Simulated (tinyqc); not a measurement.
Inside a calculation. Method: LCCD on RHF in the sto-3g basis, for BeH+, spin multiplicity 1. One step of it, computed by the program tinyqc.

Question. Integrals over molecular orbitals. (pq|rs) = sum C_ip C_jq C_kr C_ls (ij|kl), one index at a time.

coefficients C:
```
               MO1        MO2        MO3        MO4       MO5        MO6
1Be 1s    0.992930  -0.191780  -0.201013   0.000000  0.000000   0.121807
1Be 2s    0.026540   0.560793   0.761566   0.000000  0.000000  -0.735913
1Be 2px   0.000000   0.000000   0.000000   0.793610  0.608427   0.000000
1Be 2py   0.000000   0.000000   0.000000  -0.608427  0.793610   0.000000
1Be 2pz  -0.001883   0.291651  -0.631308   0.000000  0.000000  -0.990959
2H 1s    -0.002133   0.494219  -0.244366   0.000000  0.000000   1.228084
```

core Hamiltonian H = T + V (hartree), lower triangle:
```
            1Be 1s     1Be 2s    1Be 2px    1Be 2py    1Be 2pz      2H 1s
1Be 1s   -8.243756
1Be 2s   -2.030002  -2.458375
1Be 2px   0.000000   0.000000  -1.954079
1Be 2py   0.000000   0.000000   0.000000  -1.954079
1Be 2pz  -0.016373  -0.140657   0.000000   0.000000  -2.063288
2H 1s    -0.479419  -1.096690   0.000000   0.000000  -1.161239  -1.964015
```

Two-electron integrals (ij|kl) in chemists' order, unique and non-zero (hartree):
```
(11|11) 2.298831   (21|11) 0.392036   (21|21) 0.079539   (22|11) 0.570988
(22|21) 0.143041   (22|22) 0.417683   (31|31) 0.014607   (32|31) 0.021888
(32|32) 0.092265   (33|11) 0.569578   (33|21) 0.143083   (33|22) 0.417589
(33|33) 0.449859   (41|41) 0.014607   (42|41) 0.021888   (42|42) 0.092265
(43|43) 0.024249   (44|11) 0.569578   (44|21) 0.143083   (44|22) 0.417589
(44|33) 0.401360   (44|44) 0.449859   (51|51) 0.014607   (52|51) 0.021888
(52|52) 0.092265   (53|53) 0.024249   (54|54) 0.024249   (55|11) 0.569578
(55|21) 0.143083   (55|22) 0.417589   (55|33) 0.401360   (55|44) 0.401360
(55|55) 0.449859   (61|11) 0.089930   (61|21) 0.018234   (61|22) 0.033049
(61|33) 0.032811   (61|44) 0.032811   (61|51) 0.001626   (61|52) 0.003052
(61|55) 0.033544   (61|61) 0.004387   (62|11) 0.208206   (62|21) 0.052868
(62|22) 0.166926   (62|33) 0.160718   (62|44) 0.160718   (62|51) 0.006942
(62|52) 0.041684   (62|55) 0.179191   (62|61) 0.013402   (62|62) 0.097373
(63|31) 0.004981   (63|32) 0.022989   (63|53) 0.007318   (63|63) 0.009245
(64|41) 0.004981   (64|42) 0.022989   (64|54) 0.007318   (64|64) 0.009245
(65|11) 0.219863   (65|21) 0.056533   (65|22) 0.187268   (65|33) 0.176172
(65|44) 0.176172   (65|51) 0.011328   (65|52) 0.065043   (65|55) 0.209269
(65|61) 0.015016   (65|62) 0.124538   (65|65) 0.164948   (66|11) 0.373930
(66|21) 0.096694   (66|22) 0.341255   (66|33) 0.316459   (66|44) 0.316459
(66|51) 0.015279   (66|52) 0.117039   (66|55) 0.390580   (66|61) 0.025225
(66|62) 0.250231   (66|65) 0.340497   (66|66) 0.774606
```

Give: one-electron integrals over orbitals h = C^T H C; Two-electron integrals over orbitals.

Answer.

one-electron integrals over orbitals h = C^T H C (hartree), lower triangle:
```
        1       2       3       4       5       6
1  -8.234
2   0.164  -2.191
3   0.204   0.000  -1.943
4   0.000   0.000   0.000  -1.954
5   0.000   0.000   0.000   0.000  -1.954
6  -0.073   0.171  -0.043   0.000   0.000  -1.614
```

Two-electron integrals over orbitals (pq|rs), unique and non-zero (hartree):
```
(11|11) 2.275       (21|11) -0.166      (21|21) 0.021       (22|11) 0.481
(22|21) 2.04e-03    (22|22) 0.523       (31|11) -0.174      (31|21) 0.016
(31|22) -0.018      (31|31) 0.028       (32|11) 0.042       (32|21) -0.006
(32|22) -0.067      (32|31) 2.40e-03    (32|32) 0.036       (33|11) 0.552
(33|21) -0.013      (33|22) 0.320       (33|31) 4.20e-03    (33|32) 0.029
(33|33) 0.465       (41|41) 0.016       (42|41) 0.013       (42|42) 0.043
(43|41) 0.014       (43|42) 0.031       (43|43) 0.052       (44|11) 0.569
(44|21) -0.006      (44|22) 0.367       (44|31) -0.006      (44|32) 0.020
(44|33) 0.398       (44|44) 0.450       (51|51) 0.016       (52|51) 0.013
(52|52) 0.043       (53|51) 0.014       (53|52) 0.031       (53|53) 0.052
(54|54) 0.024       (55|11) 0.569       (55|21) -0.006      (55|22) 0.367
(55|31) -0.006      (55|32) 0.020       (55|33) 0.398       (55|44) 0.401
(55|55) 0.450       (61|11) 0.098       (61|21) -0.016      (61|22) -0.011
(61|31) -3.40e-03   (61|32) 0.007       (61|33) 0.017       (61|44) 2.02e-03
(61|55) 2.02e-03    (61|61) 0.018       (62|11) -0.122      (62|21) 2.96e-03
(62|22) 0.056       (62|31) 0.006       (62|32) -0.047      (62|33) -0.026
(62|44) -0.056      (62|55) -0.056      (62|61) 1.80e-03    (62|62) 0.122
(63|11) 0.052       (63|21) -3.76e-03   (63|22) -0.056      (63|31) 0.006
(63|32) 0.031       (63|33) 0.057       (63|44) 0.019       (63|55) 0.019
(63|61) 0.007       (63|62) -0.048      (63|63) 0.049       (64|41) -0.009
(64|42) -0.030      (64|43) -0.014      (64|64) 0.026       (65|51) -0.009
(65|52) -0.030      (65|53) -0.014      (65|65) 0.026       (66|11) 0.511
(66|21) -5.48e-04   (66|22) 0.520       (66|31) -0.015      (66|32) -0.066
(66|33) 0.349       (66|44) 0.371       (66|55) 0.371       (66|61) -0.007
(66|62) 0.086       (66|63) -0.056      (66|66) 0.558
```
